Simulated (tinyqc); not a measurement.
A particle near a wafer in liquid: double-layer and van der Waals forces (DLVO), deposition barrier and removal: one step, computed by the program tinyqc.

Sphere and flat wall, Derjaguin approximation, constant potentials in the linear-superposition form, no retardation and no hydration force.

Problem. Screening. kappa^2 = 2 z^2 e^2 N_A (1000 c)/(eps eps_0 k_B T); gamma_i = tanh(z e psi_i/(4 k_B T)); Z = 64 pi eps eps_0 (k_B T/(z e))^2 gamma_1 gamma_2.

Inputs (values chosen for the exercise, of the order of those for polymer latex on silicon in water):
```
quantity                            value   unit
particle radius R                     460     nm
potential of the particle psi_1       -36     mV
potential of the wafer psi_2          -67     mV
salt concentration c               0.0067  mol/L
valence z of the symmetric salt         1      -
temperature T                         293      K
dielectric constant of the liquid    80.2      -
```

Constants: e = 1.602176634e-19 C; N_A = 6.02214076e+23 1/mol; eps_0 = 8.8541878128e-12 F/m; k_B = 1.380649e-23 J/K; k_B = 8.617333262e-05 eV/K.

Give: kappa; Debye length; gamma_1; gamma_2; Z; kappa R.

Solution.

kappa = 0.26854 1/nm

Debye length = 3.7239 nm

gamma_1 = -0.34209

gamma_2 = -0.58062

Z = 18.078 pN

kappa R = 123.53

Like signs: the double layers repel.
